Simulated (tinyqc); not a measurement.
bcc against fcc: Finnis-Sinclair potential for a bcc metal: fit to cohesion and elasticity, then vacancy, surfaces and structure. Computed by tinyqc, a small Python program. Command: `OMP_NUM_THREADS=1 python tinyqc.py 3112941 3112942 out.jsonl fsfit walk`. One thread of a shared host (Intel(R) Xeon(R) Processor @ 2.30GHz), about 0.01 s of CPU time with the checks.

E = (1/2) sum V(r) - A sqrt(rho), rho = sum phi(r), phi = (r - d)^2 for r < d, V = (r - c)^2 (c0 + c1 r + c2 r^2) for r < c. In bcc the 8 first neighbours lie at sqrt(3) a/2 and the 6 second at a; both cut-offs lie below the third shell; Omega = a^3/2; E is per atom and z the number of atoms in a shell. The four constants A, c0, c1, c2 are fitted to E_c, zero pressure, B and C12 - C44 alone, so C44 and C11 - C12 are not matched singly; defects are unrelaxed.

Inputs (values chosen for the exercise, modelled on vanadium): lattice constant a = 3.04 angstrom; cohesive energy E_c = 5.26 eV; target C11 = 232 GPa; target C12 = 119 GPa; target C44 = 43.6 GPa; density cut-off d/a = 1.195; pair cut-off c/a = 1.246.

Constants: 1 eV/angstrom^3 = 160.2176634 GPa.

Method:
- rho = sum z phi, rho1 = sum z r phi', rho2 = sum z r^2 phi''. At zero pressure the effective pair part V + 2 F' phi obeys C12 = C44, so C12 - C44 = F'' (rho1/3)^2/Omega with F'' = A/(4 rho^(3/2)); this gives A.
- With v_k = (r - c)^2 r^k the rows are (1/2) sum z v_k, (1/2) sum z r v_k' and (1/2) sum z r^2 v_k''. With rho1 = sum z r phi' and rho2 = sum z r^2 phi'' the right-hand sides are: -E_c + A sqrt(rho) (cohesion); A rho1/(2 sqrt(rho)) (zero pressure); 9 B Omega + A [rho2/(2 sqrt(rho)) - rho1^2/(4 rho^(3/2))] with B = (C11 + 2 C12)/3.
- Solve the three equations.
- E of each lattice against the volume per atom, as a multiple of Omega; all neighbours inside the cut-offs are summed.

c0, c1, c2 (eV/angstrom^2, eV/angstrom^3, eV/angstrom^4): [-2.45502, 2.75193, -0.66207]

A = 1.88224 eV/angstrom

Energies (eV/atom):
```
V/Omega      bcc      fcc  fcc less bcc (meV)
0.80     -4.9599  -4.7570              202.94
0.84     -5.0706  -4.8166              254.03
0.88     -5.1552  -4.8752              279.98
0.92     -5.2142  -4.9302              284.04
0.96     -5.2488  -4.9854              263.37
1.00     -5.2600  -5.0363              223.66
1.05     -5.2433  -5.0732              170.06
1.10     -5.1951  -5.0810              114.14
1.20     -5.0164  -5.0149                1.55
```

What follows from these numbers?

The lowest fcc row, at V/Omega = 1.1, lies +179 meV from the bcc minimum: the fit keeps bcc stable, though nothing in it asked for that.

Extremes, crossings and ranges named in words are read from the listed rows.
